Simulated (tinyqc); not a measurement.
Thermal RC ladder, step response: one step of the calculation.

A ladder of 2 nodes: R_i joins node i to node i + 1, the last R to the ambient; C_i is the heat capacity of node i; theta is the rise above ambient, zero at t = 0. d theta/dt = -A theta + b with b = (Pw/C_1, 0, ...), times in ms.

Question. One time step. Implicit Euler: (1 + dt A) theta(new) = theta + dt b.

Inputs (values chosen for the exercise):
- C = [0.39, 2.4] mJ/K (heat capacities of the nodes)
- Pw = 9.7 W (power at node 1 from t = 0)
- dt = 0.048 ms (time step)

A (1/ms):

|  | node 1 | node 2 |
|---|---|---|
| node 1 | 25.641026 | -25.641026 |
| node 2 | -4.166667 | 4.513889 |

theta after step 1 (K): node 1 0.58855065, node 2 0.09674805

Wanted: theta after step 2.

Answer.

theta after step 2 (K): node 1 0.92695, node 2 0.23189

Computed by the program tinyqc: `OMP_NUM_THREADS=1 python tinyqc.py 2520123 2520124 out.jsonl`, one thread of a shared Intel Xeon 2.30GHz, about 0.01 s for the whole run.
